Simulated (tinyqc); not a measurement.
Permeation of metal atoms or ions through a thin barrier or dielectric: time lag, field-aided drift and lifetime: one step, computed by the program tinyqc.

The film 0 < x < d is empty at first; C = C0 at x = 0 and C = 0 at x = d. dC/dt = D d2C/dx2 - v dC/dx with drift v = D z e V/(k_B T d) (uniform field, no space charge).

Question. Steady flux and time lag. Steady flux J = (D C0/d) P/(1 - exp(-P)); time lag in units of d^2/D: s_L = [P (1 + exp(-P))/(1 - exp(-P)) - 2]/P^2 (P = 0: J = D C0/d, s_L = 1/6).

Inputs (values chosen for the exercise, for a model case: singly charged ions through a dielectric): thickness d = 48 nm; concentration at the source side C0 = 8.4e+14 1/cm^3; test temperature T = 275 C.

Peclet number P = 0.6351100

diffusivity D = 2.111006e-16 cm^2/s

time scale d^2/D = 109142.3 s

Give: flux relative to D C0/d; steady flux J; time lag s_L; time lag.

Answer.

flux relative to D C0/d = 1.351

steady flux J = 49907 1/(cm^2 s)

time lag s_L = 0.1656

time lag = 18069 s

Drift and diffusion both act.
